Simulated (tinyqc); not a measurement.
Inside a calculation. Method: CIS and TDHF on RHF in the sto-3g basis, for BeH+, spin multiplicity 1. One step of it, computed by the program tinyqc.

Question. CIS matrix, triplets. A(ia,jb) = (e_a - e_i) d_ij d_ab - (ij|ab).

orbital energies (hartree): MO1 -5.016266, MO2 -0.721550, MO3 -0.261675, MO4 -0.140116, MO5 -0.140116, MO6 0.295253

Two-electron integrals over orbitals (pq|rs), unique and non-zero (hartree):
```
(11|11) 2.275482    (21|11) -0.165952   (21|21) 0.020754    (22|11) 0.478534
(22|21) 0.001845    (22|22) 0.519547    (31|11) -0.173675   (31|21) 0.016312
(31|22) -0.017577   (31|31) 0.027603    (32|11) 0.043399    (32|21) -0.005602
(32|22) -0.067282   (32|31) 0.002385    (32|32) 0.037525    (33|11) 0.551136
(33|21) -0.012988   (33|22) 0.320244    (33|31) 0.004108    (33|32) 0.029904
(33|33) 0.463444    (41|41) 0.015596    (42|41) 0.013386    (42|42) 0.043137
(43|41) 0.014026    (43|42) 0.031326    (43|43) 0.051659    (44|11) 0.569236
(44|21) -0.006076   (44|22) 0.365307    (44|31) -0.006102   (44|32) 0.021300
(44|33) 0.397480    (44|44) 0.449859    (51|51) 0.015596    (52|51) 0.013386
(52|52) 0.043137    (53|51) 0.014026    (53|52) 0.031326    (53|53) 0.051659
(54|54) 0.024249    (55|11) 0.569236    (55|21) -0.006076   (55|22) 0.365307
(55|31) -0.006102   (55|32) 0.021300    (55|33) 0.397480    (55|44) 0.401360
(55|55) 0.449859    (61|11) 0.097742    (61|21) -0.016007   (61|22) -0.010746
(61|31) -0.003445   (61|32) 0.006903    (61|33) 0.017124    (61|44) 0.002065
(61|55) 0.002065    (61|61) 0.018167    (62|11) -0.123332   (62|21) 0.002818
(62|22) 0.053557    (62|31) 0.006670    (62|32) -0.047286   (62|33) -0.026038
(62|44) -0.057462   (62|55) -0.057462   (62|61) 0.001969    (62|62) 0.121665
(63|11) 0.053299    (63|21) -0.003684   (63|22) -0.056021   (63|31) 0.005607
(63|32) 0.031997    (63|33) 0.056966    (63|44) 0.019636    (63|55) 0.019636
(63|61) 0.007088    (63|62) -0.048663   (63|63) 0.049840    (64|41) -0.008996
(64|42) -0.029426   (64|43) -0.013725   (64|64) 0.025917    (65|51) -0.008996
(65|52) -0.029426   (65|53) -0.013725   (65|65) 0.025917    (66|11) 0.509435
(66|21) -0.000631   (66|22) 0.517330    (66|31) -0.015235   (66|32) -0.066594
(66|33) 0.349150    (66|44) 0.369557    (66|55) 0.369557    (66|61) -0.006923
(66|62) 0.083621    (66|63) -0.056442   (66|66) 0.555562
```

Give: CIS matrix A, triplet.

Answer.

CIS matrix A, triplet (hartree), lower triangle:
```
        1>3    1>4    1>5    1>6    2>3    2>4    2>5    2>6
1>3   4.203
1>4   0.000  4.307
1>5   0.000  0.000  4.307
1>6  -0.053  0.000  0.000  4.802
2>3   0.013  0.000  0.000  0.004  0.140
2>4   0.000  0.006  0.000  0.000  0.000  0.216
2>5   0.000  0.000  0.006  0.000  0.000  0.000  0.216
2>6   0.004  0.000  0.000  0.001  0.056  0.000  0.000  0.499
```
